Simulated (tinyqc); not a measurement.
Leakage through a gate insulator: direct, Fowler-Nordheim, trap-assisted and Poole-Frenkel currents: one step, computed by the program tinyqc. Command: `OMP_NUM_THREADS=1 python tinyqc.py 3016098 3016099 out.jsonl oxideleak walk`. One thread of a shared host (Intel(R) Xeon(R) Processor @ 2.30GHz), about 0.01 s of CPU time with the checks.

Electrons enter from the cathode Fermi level at x = 0; the conduction band of the insulator lies phi_b - e F x above it, F = V/t. WKB exponents use a parabolic band with mass m.

Task: One trap at several depths. For a level a distance phi(x) below the band, the WKB exponent is 2 int kappa dx with kappa = sqrt(m phi/(hbar^2/2m_0)); for a linear barrier from phi_1 down to phi_2 = max(phi_1 - e F d, 0) it is G = (4/3) sqrt(m/(hbar^2/2m_0)) (phi_1^(3/2) - phi_2^(3/2))/(e F). A trap at depth x lies phi_t below the band. Capture: tunnel at the cathode Fermi level from 0 to x (G_in from phi_1 = phi_b), rate nu_0 exp(-G_in - E_c/k_B T) with E_c = E_a + max(phi_b - phi_t - e F x, 0), the last term being the height of the trap above the cathode Fermi level. Emission: tunnel from the trap level to the anode (G_out from phi_1 = phi_t over t - x), rate nu_0 exp(-G_out - E_a/k_B T). Re-emission to the cathode follows from detailed balance, rate_back = rate_in exp(dE/k_B T) with dE = phi_b - phi_t - e F x. Each trap passes R = rate_in rate_out/(rate_in + rate_back + rate_out) electrons per second; filling from the anode is left out. Depths: t times 0.08, 0.2, 0.32, 0.44, 0.56, 0.68, 0.8 and 0.92, rounded to 0.01 nm.

Inputs (values chosen for the exercise, with an insulator like SiO2):
```
quantity                        value  unit
thickness t                         2    nm
barrier phi_b                    3.22    eV
tunnelling mass m                0.45   m_0
voltage across the insulator V   0.41     V
trap depth phi_t                  1.7    eV
attempt rate nu_0               1e+13   1/s
activation of capture E_a       0.091    eV
temperature T                     200     K
```

Constants: k_B = 8.617333262e-05 eV/K; hbar^2/(2 m_0) = 3.80998212 eV angstrom^2.

Give: Rates.

Result:

Rates:
```
x (nm)    G_in   G_out  E_c (eV)  rate in (1/s)  rate back (1/s)  rate out (1/s)     R (1/s)
0.16     1.968  15.538    1.5782     2.3782e-28       7.1127e+09      9.0942e+03  3.0407e-34
0.40     4.902  13.623    1.5290     2.1977e-28       3.7842e+08      6.1711e+04  3.5833e-32
0.64     7.813  11.674    1.4798     2.0780e-28       2.0599e+07      4.3351e+05  4.2829e-30
0.88    10.700   9.690    1.4306     2.0106e-28       1.1475e+06      3.1509e+06  1.4739e-28
1.12    13.565   7.673    1.3814     1.9913e-28       6.5432e+04      2.3681e+07  1.9858e-28
1.36    16.406   5.623    1.3322     2.0190e-28       3.8195e+03      1.8393e+08  2.0190e-28
1.60    19.223   3.541    1.2830     2.0961e-28       2.2829e+02      1.4757e+09  2.0961e-28
1.84    22.016   1.427    1.2338     2.2287e-28       1.3975e+01      1.2223e+10  2.2287e-28
```

The most effective of these traps sits at 1.84 nm, 92 % of the way; where rate back exceeds rate out, re-emission drains the trap, and elsewhere the slower forward step limits R.
